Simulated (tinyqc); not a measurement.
Double-gate transistor below threshold, two-dimensional Poisson equation on a small mesh: one step of the calculation.

Half of a symmetric double-gate structure: row 0 is the mid-plane of the body, where the normal field vanishes. Mobile charge is neglected (subthreshold), the body is fully depleted, and potentials are counted from the intrinsic level; rows run upward to the gate, columns from source to drain.

Question. Coefficients of the five-point equations. Mesh: rows i = 0..3 in the semiconductor (step hs = tb/3, row 3 on the interface), then 2 step(s) ho = tox/2 up to the gate row 5; columns j = 0..6 (step hy = L/6). Box integration, divided by eps0: up_i = eps hy/h of the interval above row i, dn_i = that of the interval below (0 for row 0), lat_i = (sum of eps h/2 over the intervals above and below)/hy, s_i = -q Na w_i hy/eps0 with w_i the semiconductor height of the box (hs/2 for row 0 and the interface row, hs between, 0 in the insulator). Each free node obeys (up + dn + 2 lat) psi = up psi(above) + dn psi(below) + lat [psi(left) + psi(right)] + s.

Inputs (values chosen for the exercise); semiconductor permittivity made up:
```
symbol   value   unit                                     meaning
eps_r     12.7         relative permittivity of the semiconductor
eox        3.9             relative permittivity of the insulator
tb           4     nm                     half the body thickness
tox        1.9     nm                         insulator thickness
L           27     nm                              channel length
Na      3.8e17  cm^-3       acceptor density of the depleted body
```

Constants: q = 1.602176634e-19 C, eps0 = 8.8541878128e-14 F/cm where lengths are in cm. Results are converted to the units shown.

Wanted: up; dn; lat; s.

Answer.

```
row      up      dn      lat      s (V)
0    42.862       0   1.8815  -0.020628
1    42.862  42.862   3.7630  -0.041257
2    42.862  42.862   3.7630  -0.041257
3    18.474  42.862   2.2931  -0.020628
4    18.474  18.474  0.82333          0
```

tinyqc, about 0.09 s, one thread, Intel Xeon 2.30GHz (shared host): `OMP_NUM_THREADS=1 python tinyqc.py 2480002 2480003 out.jsonl`
